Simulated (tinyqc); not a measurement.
Plain band against climbing image: nudged elastic band on a two-dimensional model surface. Computed by tinyqc, a small Python program. Command: `OMP_NUM_THREADS=1 python tinyqc.py 3025483 3025484 out.jsonl neb walk`. One thread of a shared host (Intel(R) Xeon(R) Processor @ 2.30GHz), about 0.7 s of CPU time with the checks.

V(x, y) = h u^2 + t x + (kappa/2)(y + c u)^2 with u = x^2/w^2 - 1; the path runs from the minimum near (-w, 0) to that near (w, 0).

Inputs (values chosen for the exercise, for a model surface):

| quantity | value | unit |
|---|---|---|
| height h | 0.47 | eV |
| half width w | 1.3 | angstrom |
| transverse stiffness kappa | 4.1 | eV/angstrom^2 |
| curvature c | 0.79 | angstrom |
| tilt t | 0.052 | eV/angstrom |
| spring constant k_s | 1.5 | eV/angstrom^2 |
| step factor eta | 0.029 | angstrom^2/eV |

Surface: curved double well. Climbing image: off.

Method:
- Newton steps x(new) = x - H^-1 grad V (moves limited to 0.3 angstrom) from (-w, 0), (w, 0) and (0, c) give the two minima and the saddle.
- Tangent at image i: towards the higher neighbour if the energies rise or fall through i; at a maximum or minimum, tau = t+ dmax + t- dmin if V(i+1) > V(i-1), else t+ dmin + t- dmax, with t+ = R(i+1) - R(i), t- = R(i) - R(i-1) and dmax, dmin the larger and smaller of |V(i+1) - V(i)| and |V(i-1) - V(i)|; then normalise. Force F = -grad V + (grad V.tau) tau + k_s (|t+| - |t-|) tau.
- With a climbing image, the highest image feels instead F = -grad V + 2 (grad V.tau) tau and no spring.
- Update R(new) = R + eta F; the end points stay fixed.
- Images are counted without the end points, and convergence is judged on the largest force on an image. Each run starts on the straight line with the same k_s and eta, for at most 1500 iterations; errors are against the Newton saddle; a dash marks a run that did not reach 1e-4 eV/angstrom.

positions (angstrom):
```
               x         y
start   -1.32277  -0.02792
end      1.27597   0.02894
saddle   0.04681   0.78898
```

energies (eV): start -0.068197, end 0.066981, saddle 0.471216

barrier from the start = 0.539413 eV

Error of the highest image (meV) and iterations:

| images | plain, error | plain, iterations | climbing, error | climbing, iterations |
|---|---|---|---|---|
| 2 | -97.108 | 121 | 0 | 238 |
| 3 | -4.104 | 189 | 0 | 193 |
| 4 | -28.828 | 223 | 0 | 239 |
| 5 | -4.081 | 302 | 0 | 216 |
| 6 | -10.961 | 327 | 0 | 290 |
| 8 | -4.602 | 417 | 0 | 364 |
| 10 | -1.959 | 485 | 0 | 438 |

What follows from these numbers?

The plain band underestimates the barrier by 1.96 to 97.11 meV, depending on how near an image falls to the saddle (worst for 2 images, best for 10). The climbing image is within about 0.001 meV in every converged run, so few images suffice for the barrier.

Extremes, crossings and ranges named in words are read from the listed rows.
